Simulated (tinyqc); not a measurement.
# Worked calculation: bandgap voltage reference from two bipolar transistors

Program tinyqc, `OMP_NUM_THREADS=1 python tinyqc.py 2062093 2062094 out.jsonl`; Intel Xeon 2.30GHz, shared host, one thread, about 0.03 s. Printed values are rounded.

Two transistors of area 1 and N carry the same current I. Is(T) = Is (T/T0)^eta exp[(Vg0 q/kB)(1/T0 - 1/T)], VBE1 = Vt ln(I/Is(T)) + I rb, VBE2 = Vt ln(I/(N Is(T))) + I rb/N. The amplifier forces I R1(T) = VBE1 - VBE2 + Vos, with R(T) = R (1 + tc (T - T0)) for both resistors, and the output is Vref = VBE1 + I R2(T). Base currents and the Early effect are neglected.

Parameters, values chosen for the exercise; values of the order met in silicon bipolar transistors: reference temperature T0 = 300 K; band-gap voltage extrapolated to 0 K Vg0 = 1.167 V; temperature exponent of the saturation current eta = 4.3; saturation current of the unit transistor at T0 Is = 7.4e-16 A; area ratio of the second transistor N = 24; resistor across which the difference of VBE falls, at T0 R1 = 5.5 kohm; temperature coefficient of both resistors tc = 1400 ppm/K; offset of the amplifier Vos = 2.1 mV; series resistance of the unit transistor rb = 31 ohm; output resistor at T0 R2 = 44.21 kohm; temperature T = 333 K.

Constants: q = 1.602176634e-19 C, kB = 1.380649e-23 J/K. Results are converted to the units shown.

## Operating point at the reference temperature

Vt = kB T/q; I = (Vt ln N + Vos)/(R1(T) - rb (1 - 1/N)). Evaluate at T = T0.

Vt = 0.0258520 V
I = 15.4030 uA
Is(T) = 7.4e-16 A
VBE1 = 0.614693 V
I R2 = 0.680968 V
Vref = 1.29566 V

## Operating point at another temperature

Vt = kB T/q; I = (Vt ln N + Vos)/(R1(T) - rb (1 - 1/N)).

Vt = 0.0286957 V
I = 16.2981 uA
Is(T) = 1.01609e-13 A
VBE1 = 0.542659 V
I R2 = 0.753827 V
Vref = 1.29649 V

From T0 to T, VBE1 changes by -72.0 mV and I R2 by 72.9 mV, which leaves 0.824 mV in Vref.

## Resistor for zero slope at T0, ideal case

With tc = 0, Vos = 0 and rb = 0 the current is proportional to T, dVBE/dT = (VBE - Vg0 - (eta - 1) Vt)/T, and Vref has zero slope at T0 when Vref = Vg0 + (eta - 1) Vt0. Find VBE1, its slope, that Vref, R2/R1 and the curvature d2Vref/dT2 = -(eta - 1) kB/(q T0).

VBE1 = 0.613423 V
dVBE/dT = -2.12963 mV/K
Vref = 1.25231 V
R2/R1 = 7.77624
curvature = -0.947907 uV/K^2
